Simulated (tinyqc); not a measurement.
Crystal pulling from the melt: segregation, interface stability, heat balance and point-defect regime. From one set of inputs to another, one input at a time. Computed by tinyqc, a small Python program. Command: `OMP_NUM_THREADS=1 python tinyqc.py 3000329 3000330 out.jsonl pull ladder`. One thread of a shared host (Intel(R) Xeon(R) Processor @ 2.30GHz), about 0.02 s of CPU time with the checks.

A dilute solute; steady pulling with a flat interface unless it is found unstable.

The inputs printed are set A. Inputs not listed in the table keep their values of set A, so the rows need not describe a real material.

Inputs (values chosen for the exercise, for a model semiconductor):

| quantity | value | unit |
|---|---|---|
| equilibrium coefficient k0 | 0.45 | - |
| initial melt concentration C0 | 4.7e+17 | 1/cm^3 |
| diffusivity in the melt D | 0.00013 | cm^2/s |
| kinematic viscosity nu | 0.0035 | cm^2/s |
| crystal rotation | 30 | rpm |
| pull rate V | 1.4 | mm/min |
| gradient in the melt G_L | 17 | K/cm |
| solid conductivity k_S | 23.5 | W/(m K) |
| melt conductivity k_L | 56.4 | W/(m K) |
| latent heat per volume L | 4230 | J/cm^3 |
| melting point T_m | 1685 | K |
| interface energy gamma | 0.37 | J/m^2 |
| frozen fraction g | 0.47 | - |
| critical ratio xi_c | 0.15 | mm^2/(min K) |

Loss from the melt surface: none.

Constants: k_B = 1.380649e-23 J/K.

Method:
- delta = 1.61 D^(1/3) nu^(1/6) omega^(-1/2), omega = 2 pi rpm/60; k_eff = k0/[k0 + (1 - k0) exp(-V delta/D)] (Burton, Prim and Slichter); the melt at the interface is enriched by k_eff/k0.
- Axial profile: C_s = k_eff C0 (1 - g)^(k_eff - 1); bulk melt C_L = C_s/k_eff. Usable fraction: the g at which C_s has changed by 30 % from its first value (0.99 at most).
- k_S G_S = k_L G_L + L V; the largest rate for this G_S, with G_L = 0, is k_S G_S/L. Voronkov: the crystal grows vacancy-rich if V/G_S > xi_c and interstitial-rich if below; at fixed G_L the neutral rate solves V = xi_c G_S(V).
- Liquidus slope per concentration (van 't Hoff): |m| = k_B T_m^2 (1 - k0)/L. Solute gradient at the interface: G_C = (V/D) C_s (1 - k0)/k0. Constitutional supercooling sets in when |m| G_C > G_L. Critical C_s from the equality.
- Mullins-Sekerka for a thick solute layer: a ripple of wave number w grows if S(w) = -Gam w^2 - G* + |m| G_C (w* - V/D)/(w* - (1 - k0) V/D) > 0, Gam = gamma T_m/L, G* = (k_S G_S + k_L G_L)/(k_S + k_L), w* = V/(2D) + sqrt((V/(2D))^2 + w^2).
- The critical C_s is that at which the maximum of S over w is zero.

Each row keeps all changes above it:

| input moved | from | to | critical C_s (1/cm^3) | gradient in the solid G_S (K/cm) | wavelength at onset (micrometre) |
|---|---|---|---|---|---|
| set A | - | - | 1.5204e+20 | 82.80 | 285.99 |
| initial melt concentration C0 (1/cm^3) | 4.7e+17 | 3.3e+16 | 1.5204e+20 | 82.80 | 285.99 |
| diffusivity in the melt D (cm^2/s) | 0.00013 | 0.00019 | 2.2221e+20 | 82.80 | 326.03 |
| pull rate V (mm/min) | 1.4 | 0.55 | 5.6563e+20 | 57.30 | 484.07 |
| gradient in the melt G_L (K/cm) | 17 | 4.9 | 1.6304e+20 | 28.26 | 650.56 |
| crystal rotation (rpm) | 30 | 8 | 1.6304e+20 | 28.26 | 650.56 |
| equilibrium coefficient k0 | 0.45 | 0.8 | 2.1919e+21 | 28.26 | 539.48 |
| interface energy gamma (J/m^2) | 0.37 | 0.41 | 2.1919e+21 | 28.26 | 558.10 |

Where does the difference come from?

Critical C_s goes from 1.52e20 to 2.19e21, a factor 14.4 in all. The largest single move comes from equilibrium coefficient k0 (a factor 13.4), and gradient in the melt G_L works against it (a factor 0.288). Gradient in the solid G_S goes from 82.8 to 28.3, a factor 0.341 in all. The largest single move comes from gradient in the melt G_L (a factor 0.493). Wavelength at onset goes from 286 to 558, a factor 1.95 in all. The largest single move comes from pull rate V (a factor 1.48), and equilibrium coefficient k0 works against it (a factor 0.829). The single moves hold for this order of the switches; the total does not depend on the order.

Caution (all rows): the onset wavelength exceeds the stirred boundary layer, so flow cuts off the solute field assumed in this theory. Caution (rows equilibrium coefficient k0, interface energy gamma): a critical C_s above 1e21 /cm^3 lies outside the dilute theory and, for most dopants in silicon, above the solubility.

Extremes, crossings and ranges named in words are read from the listed rows.
